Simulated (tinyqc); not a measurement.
Wafer bonding and layer transfer: bond energy, gap closing, particles, bonding of dissimilar wafers and hydrogen blisters: one step, computed by the program tinyqc.

gamma is the energy per area of each of the two surfaces; plates are isotropic.

Task: Heating a pair with different expansion. M = E/(1 - nu), misfit e = (alpha_2 - alpha_1) dT. Curvature k = 6 M1 M2 t1 t2 (t1 + t2) e/[M1^2 t1^4 + M2^2 t2^4 + 2 M1 M2 t1 t2 (2 t1^2 + 3 t1 t2 + 2 t2^2)]; force per width F = k (M1 t1^3 + M2 t2^3)/(6 (t1 + t2)); at the interface s1 = F/t1 + M1 k t1/2, s2 = -F/t2 - M2 k t2/2; stored biaxial energy U = F^2 [1/(M1 t1) + 1/(M2 t2)] + k^2 (M1 t1^3 + M2 t2^3)/12; the pair can part when U > 2 gamma.

Inputs (values chosen for the exercise, with wafer 1 close to silicon):
```
quantity                              value        unit
Young's modulus E1                      161         GPa
Young's modulus E2                      388         GPa
Poisson ratio nu                       0.22           -
thickness t1                            625  micrometre
thickness t2                            500  micrometre
expansion mismatch alpha_2 - alpha_1  -0.77      1e-6/K
heating dT                              375           K
```

Pair: two different wafers.

bond energy gamma = 0.9123975 J/m^2

Give: curvature; force per width; stress in wafer 1 at the interface; stress in wafer 2 at the interface; stored energy U; largest dT for this gamma.

Result:

curvature = -0.3805 1/m

force per width = -6.346 kN/m

stress in wafer 1 at the interface = -34.70 MPa

stress in wafer 2 at the interface = 60.01 MPa

stored energy U = 1.832 J/m^2

largest dT for this gamma = 374.2 K

U exceeds 2 gamma: the pair can debond; the bond strengthens on heating, so slow ramps or thinning one wafer first help.
